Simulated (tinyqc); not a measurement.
# CMOS inverter, nodal equation and switching: effects of single changes

An n-channel pull-down (bn, VTn) and a p-channel pull-up (bp, VTp) share the input Vin and the output node Vout, which carries the load C. Transistor (EKV form, voltages against the body): I = 2 n b Vt^2 [F(vp - Vs) - F(vp - Vd)] from drain to source, F(v) = ln^2(1 + exp(v/(2 Vt))), vp = (Vg - VT + sg |Vd - Vs|)/n. n-channel bodies are at 0; for the p-channel device all voltages are counted down from Vdd. b in uA/V^2 gives I in uA. Static: In = Ip. Transient: C dVout/dt = Ip - In. No velocity saturation, no gate capacitance beyond C.

Parameters, values chosen for the exercise: temperature T = 300 K; supply voltage Vdd = 0.7 V; slope factor n = 1.3; drain-induced barrier lowering sg = 0.06; n-channel threshold VTn = 0.43 V; p-channel threshold (magnitude) VTp = 0.29 V; gain factor of the pull-down transistor bn = 190 uA/V^2; gain factor of the pull-up transistor bp = 150 uA/V^2; load capacitance C = 3.2 fF.

Constants: q = 1.602176634e-19 C, kB = 1.380649e-23 J/K, Vt = kB T/q. Results are converted to the units shown.

Each table varies one quantity; the others keep the values above.

## Effect of the slope factor

VM solves In = Ip with Vin = Vout; VIL and VIH are the inputs of gain -1, NML = VIL - Vout(VIH), NMH = Vout(VIL) - VIH. For a step input the delay to Vdd/2 is tHL = C times the integral of dV/(In - Ip) from Vdd/2 to Vdd at Vin = Vdd, and tLH likewise with Ip - In from 0 to Vdd/2 at Vin = 0.

Result of one run:

| n | VM (V) | gain at VM | NML (V) | NMH (V) | tHL (ps) | tLH (ps) |
|---|---|---|---|---|---|---|
| 1.3 | 0.4106 | -16.66 | 0.3527 | 0.2242 | 168.0 | 99.67 |

What becomes of these results when the slope factor n is changed from 1.3 to 1.5, all else the same?

Result of the changed run:

| n | VM (V) | gain at VM | NML (V) | NMH (V) | tHL (ps) | tLH (ps) |
|---|---|---|---|---|---|---|
| 1.5 | 0.4098 | -16.66 | 0.3491 | 0.2223 | 192.8 | 114.9 |

The whole series:

| n | VM (V) | gain at VM | NML (V) | NMH (V) | tHL (ps) | tLH (ps) |
|---|---|---|---|---|---|---|
| 1 | 0.4118 | -16.66 | 0.3586 | 0.2277 | 129.7 | 77.13 |
| 1.1 | 0.4114 | -16.66 | 0.3566 | 0.2264 | 142.6 | 84.55 |
| 1.2 | 0.4110 | -16.66 | 0.3546 | 0.2253 | 155.3 | 92.09 |
| 1.3 | 0.4106 | -16.66 | 0.3527 | 0.2242 | 168.0 | 99.67 |
| 1.4 | 0.4102 | -16.66 | 0.3509 | 0.2232 | 180.4 | 107.3 |
| 1.5 | 0.4098 | -16.66 | 0.3491 | 0.2223 | 192.8 | 114.9 |
| 1.6 | 0.4094 | -16.66 | 0.3475 | 0.2214 | 204.8 | 122.4 |

As n goes from 1 to 1.6, VM falls from 0.412 to 0.409 V, the size of the gain stays near 16.7, tHL rises from 130 to 205 ps and tLH rises from 77.1 to 122 ps. The smaller margin is largest, 0.228 V, at n = 1 among the rows.

## Energy per operation against supply voltage

A chain of 20 such gates sets the cycle time tc = 20 (tHL + tLH)/2; per gate and cycle the switching energy is 0.05 C Vdd^2 and the leakage energy Vdd Ileak tc, Ileak the mean supply current at Vin = 0 and Vdd.

Result of one run:

| Vdd (V) | tc (ns) | switching (aJ) | leakage (aJ) | total (aJ) |
|---|---|---|---|---|
| 0.3 | 577.5 | 14.40 | 6.911 | 21.31 |

What becomes of these results when the supply voltage Vdd is changed from 0.3 to 0.15 V, all else the same?

Result of the changed run:

| Vdd (V) | tc (ns) | switching (aJ) | leakage (aJ) | total (aJ) |
|---|---|---|---|---|
| 0.15 | 4.396e4 | 3.600 | 189.8 | 193.4 |

The whole series:

| Vdd (V) | tc (ns) | switching (aJ) | leakage (aJ) | total (aJ) |
|---|---|---|---|---|
| 0.15 | 4.396e4 | 3.600 | 189.8 | 193.4 |
| 0.2 | 8178 | 6.400 | 54.15 | 60.55 |
| 0.25 | 2100 | 10.00 | 19.13 | 29.13 |
| 0.3 | 577.5 | 14.40 | 6.911 | 21.31 |
| 0.35 | 171.9 | 19.60 | 2.624 | 22.22 |
| 0.4 | 58.56 | 25.60 | 1.116 | 26.72 |
| 0.5 | 12.00 | 40.00 | 0.3411 | 40.34 |
| 0.6 | 4.737 | 57.60 | 0.1928 | 57.79 |
| 0.8 | 1.808 | 102.4 | 0.1396 | 102.5 |
| 1 | 1.067 | 160.0 | 0.1464 | 160.1 |

The total energy goes from 193 through a minimum of 21.3 (at Vdd = 0.3 V among the rows listed) to 160 aJ, while the cycle time falls from 44000 to 1.07 ns. Leakage makes up 98 % of the total in the first row and 0.091 % in the last. Below threshold the cycle lengthens exponentially and leakage flows for all of it, hence the minimum. For Vdd = 0.8 to 1 V the overdrive passes 0.5 V, where velocity saturation, left out here, would lengthen the delays of short devices. For Vdd = 0.15 to 0.4 V the supply is below a threshold, where mismatch, left out here, dominates margins and delay.

Program tinyqc, `OMP_NUM_THREADS=1 python tinyqc.py 2340128 2340129 out.jsonl`; Intel Xeon 2.30GHz, shared host, one thread, about 0.04 s.
